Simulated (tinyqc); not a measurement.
# Electron mobility in a silicon inversion layer, empirical terms and Matthiessen rule: effect of the temperature

Inversion layer of sheet density Ns on a uniformly doped body. The mobility terms are empirical power laws with prefactors chosen for the exercise; adding their inverses (Matthiessen) is itself an approximation.

Nc and Nv are given at 273 K and scale as (T/273 K)^1.5; Eg is fixed. ni = sqrt(Nc Nv) exp(-Eg/(2 Vt)), Eg in volts; Ndep = sqrt(2 eps0 eps_r Nb (2 Vt ln(Nb/ni) + Vsb)/q); E = q (Ndep + eta Ns)/(eps0 eps_r), in MV/cm. With t = T/(300 K): muC = Ac (Ns/1e12 cm^-2) t/(Nb/1e17 cm^-3 + Nit/1e11 cm^-2), muP = Ap E^(-1/3) t^(-1.75), muS = As E^(-gs); 1/mu is the sum of the inverses.

Parameters, values chosen for the exercise; material values close to those of silicon:
- Eg = 1.1 eV (band gap)
- eps_r = 11.7 (relative permittivity of the semiconductor)
- Nc = 2.41e19 cm^-3 (conduction-band density of states at the reference temperature)
- Nv = 2.27e19 cm^-3 (valence-band density of states at the reference temperature)
- Nb = 3.6e17 cm^-3 (body doping)
- Vsb = 0 V (reverse body bias)
- eta = 0.5 (weight of the inversion charge in the effective field)
- Ap = 456 cm^2/(V s) (phonon-limited mobility at 1 MV/cm and 300 K)
- As = 913 cm^2/(V s) (roughness-limited mobility at 1 MV/cm)
- gs = 2 (exponent of the roughness term)
- Ac = 2400 cm^2/(V s) (Coulomb prefactor)
- Nit = 1.1e10 cm^-2 (charge at the interface)
- Ns = 2.4e12 cm^-2 (inversion density)

Constants: q = 1.602176634e-19 C, kB = 1.380649e-23 J/K, Vt = kB T/q, eps0 = 8.8541878128e-14 F/cm where lengths are in cm. Results are converted to the units shown.

Effect of the temperature:
```
T (K),E (MV/cm),muC (cm^2/(V s)),muP (cm^2/(V s)),muS (cm^2/(V s)),mu (cm^2/(V s))
120,0.5258,621.0,2808,3303,440.7
160,0.5205,828.0,1703,3371,478.1
200,0.5146,1035,1157,3447,471.6
250,0.5067,1294,787.0,3556,430.1
300,0.4981,1553,575.3,3680,376.8
350,0.4888,1811,442.0,3821,325.1
400,0.4789,2070,352.3,3980,279.9
450,0.4684,2329,288.8,4162,242.0
```

As T goes from 120 to 450 K, E falls from 0.526 to 0.468 MV/cm and mu goes from 441 through a maximum of 478 (at T = 160 K among the rows listed) to 242 cm^2/(V s). The smallest term is the Coulomb one in the first row and the phonon one in the last. Coulomb scattering weakens and phonon scattering grows with T, hence the maximum. For T = 120 to 160 K dopant freeze-out and degenerate screening, left out here, matter.

tinyqc, about 0.01 s, one thread, Intel Xeon 2.30GHz (shared host): `OMP_NUM_THREADS=1 python tinyqc.py 2510027 2510028 out.jsonl`
